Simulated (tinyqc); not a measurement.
The window of frequencies: the 3-omega method: a line heater on a substrate with a thin film. Computed by tinyqc, a small Python program. Command: `OMP_NUM_THREADS=1 python tinyqc.py 3003492 3003493 out.jsonl threeomega walk`. One thread of a shared host (Intel(R) Xeon(R) Processor @ 2.30GHz), about 0.01 s of CPU time with the checks.

A current at angular frequency omega = 2 pi f heats the line at 2 omega with the amplitude P per length; the temperature swing Delta T at 2 omega gives a voltage at 3 omega. The substrate is taken as semi-infinite and isotropic, and the heat capacity of heater and film is left out.

Inputs (values chosen for the exercise, modelled on a silicon-germanium alloy on gallium nitride):

| quantity | value | unit |
|---|---|---|
| substrate conductivity kappa | 193 | W/(m K) |
| substrate heat capacity C | 2.96 | 1e6 J/(m^3 K) |
| heater half-width b | 2 | micrometre |
| power amplitude per length P | 7.6 | W/m |
| current frequency f | 120 | Hz |
| substrate thickness d_s | 500 | micrometre |

Method:
- D = kappa/C; q = sqrt(2 i omega/D); penetration depth 1/|q| = sqrt(D/(2 omega)).
- Delta T_s = (P/(pi kappa)) int_0^infinity (sin x/x)^2 / sqrt(x^2 + (q b)^2) dx with (q b)^2 = i |q b|^2, averaged over the heater width (12 Gauss-Legendre points on each of the pieces 0, 14 log-spaced edges from 1e-5 to 1, and multiples of pi to 40 pi; the tail adds 1/(4 (40 pi)^2)).
- For |q| b much below 1: Delta T_s = (P/(pi kappa)) [-ln(|q| b) + eta - i pi/4], eta = 3/2 - C_E = 0.92278, with Euler's C_E = 0.5772157.
- The slope value uses each f and 2f: kappa = P ln 2/(2 pi [Delta T(f) - Delta T(2f)]).

diffusivity D = 65.2027 mm^2/s

Bare substrate:

| f (Hz) | penetration depth (micrometre) | \|q\| b | in-phase (K) | out-of-phase (K) | narrow-line form (K) | kappa from the slope (W/(m K)) |
|---|---|---|---|---|---|---|
| 13 | 631.77 | 0.0031657 | 0.083707 | -0.0098444 | 0.083707 | 193.00 |
| 130 | 199.78 | 0.010011 | 0.069277 | -0.0098434 | 0.069276 | 193.01 |
| 1300 | 63.177 | 0.031657 | 0.054847 | -0.0098352 | 0.054846 | 193.07 |
| 6500 | 28.253 | 0.070788 | 0.044767 | -0.0098063 | 0.044759 | 193.36 |
| 26000 | 14.127 | 0.14158 | 0.036103 | -0.0097205 | 0.036071 | 194.44 |
| 130000 | 6.3177 | 0.31657 | 0.026143 | -0.0093915 | 0.025984 | 199.99 |
| 520000 | 3.1588 | 0.63315 | 0.017894 | -0.0085944 | 0.017296 | 219.49 |
| 2.60e+06 | 1.4127 | 1.4158 | 0.0096394 | -0.0065515 | 0.0072088 | 311.94 |
| 1.30e+07 | 0.63177 | 3.1657 | 0.0044010 | -0.0037727 | -0.0028779 | 649.27 |
| 7.80e+07 | 0.25792 | 7.7544 | 0.0017954 | -0.0016912 | -0.014107 | 1594.4 |

What does the comparison show, and why?

The slope gives kappa within 1 % up to |q| b = 0.14 (f = 26000 Hz) among these rows. The penetration depth stays under d_s/5 = 100 micrometre from f = 1300 Hz up, so a usable window lies between the two. At high f the flow turns one-dimensional: in-phase and out-of-phase parts become equal in size (ratio 0.94 in the last row) and fall as f^(-1/2) (exponent -0.50). Caution: the penetration depth exceeds a fifth of the substrate thickness, so the back face is felt and the semi-infinite formula fails.
